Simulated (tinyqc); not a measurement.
From results back to parameters: interband optics of a two-band s-p chain from momentum matrix elements. Two cases, with inputs chosen for the exercise.

Problem. At k = 0 the chain has the gap D0 = Es - Ep_ - 2 (ts + tp), w0 = 4 a^2 V^2, and masses 2c/mc = 2 ts a^2 + 2 w0/D0, 2c/mv = 2 tp a^2 + 2 w0/D0 (c = hbar^2/2m0, mv positive for holes). The oscillator strength there is f0 = w0/(c D0). V, ts and tp are hidden.

Constants: hbar^2/2m0 = 3.80998211 eV angstrom^2.

Case 1.

Values chosen: a = 3.17 angstrom (period).
D0 = 2.6000 eV
f0 = 4.90984

mc, mv (m0): 0.164022  0.168393

Case 2.

Values chosen: a = 4.2 angstrom (period).
D0 = 5.6300 eV
f0 = 4.27501

mc, mv (m0): 0.166998  0.176554

Find: V; ts; tp.

Solution. w0 = f0 c D0 gives V; 1/mc - f0 = ts a^2/c and 1/mv - f0 = tp a^2/c.

Case 1.

V = 1.10 eV
ts = 0.45 eV
tp = 0.39 eV

Case 2.

V = 1.14 eV
ts = 0.37 eV
tp = 0.30 eV

Computed by tinyqc, one run a case: `OMP_NUM_THREADS=1 python tinyqc.py N N+1 out.jsonl` with N = 1682680, 1682744; one thread of a shared Intel(R) Xeon(R) Processor @ 2.30GHz, about 0.01 s a run at most.
